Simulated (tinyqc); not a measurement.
Undoped gate-all-around wire MOSFET, analytic charge model: effect of the wire radius.

An undoped round wire of radius R under an insulator shell and a surrounding gate; long channel, electrons only, n = ni exp((psi - V)/Vt) with V the quasi-Fermi potential (0 at the source, Vd at the drain), constant mobility, no quantisation. The radial Poisson equation gives n(r) = n(0)/(1 - (1 - b) r^2/R^2)^2 with b = Q0/(Q + Q0). Q is the electron charge per area of the wire surface.

ni = sqrt(Nc Nv) exp(-Eg/(2 Vt)), Eg in volts; Cox = eps0 eox/(R ln(1 + tox/R)); Q0 = 4 eps0 eps_r Vt/R; V0 = dphi + Vt ln[8 eps0 eps_r Vt/(q ni R^2)]. Q solves Vg - V0 - V = Q/Cox + Vt ln(Q/Q0) + Vt ln(1 + Q/Q0). I = mu (2 pi R/L)[2 Vt (Qs - Qd) + (Qs^2 - Qd^2)/(2 Cox) + Vt Q0 ln((Qd + Q0)/(Qs + Q0))], with Qs at V = 0 and Qd at V = Vd.  I(low) is taken at Vg = 0.42 V, Qs and I(high) at Vg = 1.17 V.

Values chosen for this exercise; material values those of a made-up semiconductor: temperature T = 325 K; band gap Eg = 1.18 eV; relative permittivity of the semiconductor eps_r = 13.4; conduction-band density of states at T Nc = 3.52e19 cm^-3; valence-band density of states at T Nv = 3.24e19 cm^-3; relative permittivity of the gate insulator eox = 21.9; insulator thickness tox = 12 nm; gate work function less that of the intrinsic body dphi = 0.19 V; channel mobility mu = 170 cm^2/(V s); gate length L = 0.1 um; drain voltage Vd = 1 V.

Constants: q = 1.602176634e-19 C, kB = 1.380649e-23 J/K, Vt = kB T/q, eps0 = 8.8541878128e-14 F/cm where lengths are in cm. Results are converted to the units shown.

Effect of the wire radius:
```
R (nm)	V0 (V)	I(low) (nA)	Qs(high) (nC/cm^2)	I(high) (uA)
5	0.7344	0.005291	1108	13.00
7	0.7156	0.01037	990.3	16.64
9.8	0.6967	0.02032	899.3	21.57
14	0.6768	0.04147	825.7	28.80
19	0.6597	0.07638	777.7	37.28
27	0.6400	0.1542	735.8	50.75
38	0.6208	0.3054	705.7	69.18
```

As R goes from 5 to 38 nm, I(low) rises from 0.00529 to 0.305 nA and I(high) rises from 13.0 to 69.2 uA. On average I(low) goes as R^(2.00) and I(high) goes as R^(0.82). Below threshold the charge is proportional to the cross-section of the body; above it the insulator sets the charge. In every row the surface density at the source at the higher gate voltage passes 0.3 Nc, where Boltzmann statistics fail. In every row mu V/L at the higher gate voltage, with V the smaller of Vd and Vg - V0, passes 3e6 cm/s, so velocity saturation would lower the current. For R = 19 to 38 nm L is under three scale lengths of this cross-section, so short-channel effects, left out here, would raise the subthreshold current. At R = 5 nm the body is thin enough for quantum confinement, left out here, to raise the threshold.

Computed by the program tinyqc: `OMP_NUM_THREADS=1 python tinyqc.py 2460056 2460057 out.jsonl`, one thread of a shared Intel Xeon 2.30GHz, about 0.02 s for the whole run.
